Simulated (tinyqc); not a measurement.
# Abrupt p-n junction, non-linear Poisson equation by Newton steps: effects of single changes

One dimension, p side on the left, n side on the right; net doping C = -Na for x < 0 and +Nd for x > 0. The potential psi is counted from the intrinsic level, and the quasi-Fermi potentials are flat: 0 for holes and -V for electrons, so n = ni exp((psi + V)/Vt) and p = ni exp(-psi/Vt) (Boltzmann statistics, full ionisation, no current).

Parameters, values chosen for the exercise; band and dielectric values those of a made-up semiconductor:
```
symbol    value   unit                                 meaning
T           325      K                             temperature
Eg          1.3     eV                                band gap
eps_r      12.2                          relative permittivity
Nc         4e19  cm^-3  conduction-band density of states at T
Nv      3.07e19  cm^-3     valence-band density of states at T
Na       1.1e16  cm^-3          acceptor density of the p side
Nd       9.7e16  cm^-3             donor density of the n side
V             0      V   bias of the p side against the n side
```

Constants: q = 1.602176634e-19 C, kB = 1.380649e-23 J/K, Vt = kB T/q, eps0 = 8.8541878128e-14 F/cm where lengths are in cm. Results are converted to the units shown.

Each table varies one quantity; the others keep the values above.

## Capacitance and field against bias

The Poisson equation d/dx(eps0 eps_r dpsi/dx) = -q (p - n + C) is solved on a mesh of more than 1000 nodes that ends in neutral material (psi_p = -Vt ln(Na/ni), psi_n = Vt ln(Nd/ni) - V). C_j = q d/dV of the integral of p over x, from the linearised equation. ni = sqrt(Nc Nv) exp(-Eg/(2 Vt)), Eg in volts. Depletion approximation: Vbi = Vt ln(Na Nd/ni^2), W = sqrt(2 eps0 eps_r (Vbi - V)(1/Na + 1/Nd)/q), xp = W Nd/(Na + Nd), xn = W Na/(Na + Nd), peak field 2 (Vbi - V)/W, capacitance eps0 eps_r/W. The last column applies it to an abrupt Na-Nd junction.

Capacitance and field against bias:
```
V (V)	peak |E| (kV/cm)	C_j (nF/cm^2)	1/C_j^2 (cm^4/uF^2)	eps0 eps_r/C_j (nm)	abrupt depletion C (nF/cm^2)
0	50.14	31.67	996.9	341.1	30.67
-0.57	64.59	24.51	1665	440.7	24.04
-1.14	76.43	20.71	2331	521.6	20.43
-1.71	86.67	18.26	2998	591.5	18.07
-2.29	95.98	16.49	3676	655.0	16.35
-2.86	104.3	15.17	4343	711.9	15.06
-3.43	112.0	14.13	5010	764.6	14.04
-4	119.3	13.27	5677	813.9	13.20
```

With V going from 0 to -4 V, C_j falls from 31.7 to 13.3 nF/cm^2 and the peak field rises from 50.1 to 119 kV/cm. The slope of 1/C_j^2, read as N = 2/(q eps0 eps_r |slope|), gives 9.87e15 cm^-3 between the first two rows and 9.88e15 cm^-3 between the last two, against Na Nd/(Na + Nd) = 9.88e15 cm^-3; the slopes of all rows agree within 0.1 %, as for uniform doping at both edges. At the end C_j goes as (Vbi - V)^(-0.51) with Vbi = 0.909 V, and it is 0.58 % above the abrupt depletion formula (at the first row 3.3 % above it).

## Convergence with the mesh

Uniform meshes of N intervals over 916 nm, nodes at x_i = (i - j - 1/2) h, i = 0..N, so that the junction lies midway between nodes j and j + 1; end nodes fixed at psi_p and psi_n; box-integrated Poisson equation eps0 eps_r (psi_(i+1) - 2 psi_i + psi_(i-1))/h + q h (p - n + C) = 0. The peak field is the largest (psi_(i+1) - psi_i)/h; LD = sqrt(eps0 eps_r Vt/(q N)) of the heavier side. Errors are against E_j. Exact first integral for an abrupt junction with thick neutral sides: psi_p = -Vt ln(Na/ni), psi_n = Vt ln(Nd/ni) - V, psi_j = (Nd psi_n + Na psi_p - Vt (Nd - Na))/(Na + Nd) at the junction, n_j = ni exp((psi_j + V)/Vt), p_j = ni exp(-psi_j/Vt), and E_j^2 = (2 q/(eps0 eps_r)) [Nd (psi_n - psi_j - Vt) + Vt (n_j + p_j)] (minority densities of the neutral sides neglected).

Convergence with the mesh:
```
N	h (nm)	h/LD	j	peak field (kV/cm)	error (%)
10	91.60	6.565	8	45.96	-8.33
20	45.80	3.283	16	49.02	-2.22
40	22.90	1.641	33	49.86	-0.553
80	11.45	0.8207	66	50.06	-0.154
160	5.725	0.4103	133	50.12	-0.0398
320	2.862	0.2052	267	50.13	-0.0101
640	1.431	0.1026	534	50.13	-2.52e-3
1280	0.7156	0.05129	1068	50.14	-6.30e-4
```

What does the table show?

The error goes from -8.3 % at N = 10 to -6.3e-4 % at N = 1280. Over the last doubling it shrinks by a factor of 4.0, close to the 4 of a second-order scheme. It first drops below 1 % at N = 40, where h is 1.6 Debye lengths.

Program tinyqc, `OMP_NUM_THREADS=1 python tinyqc.py 2000047 2000048 out.jsonl`; Intel Xeon 2.30GHz, shared host, one thread, about 0.02 s.
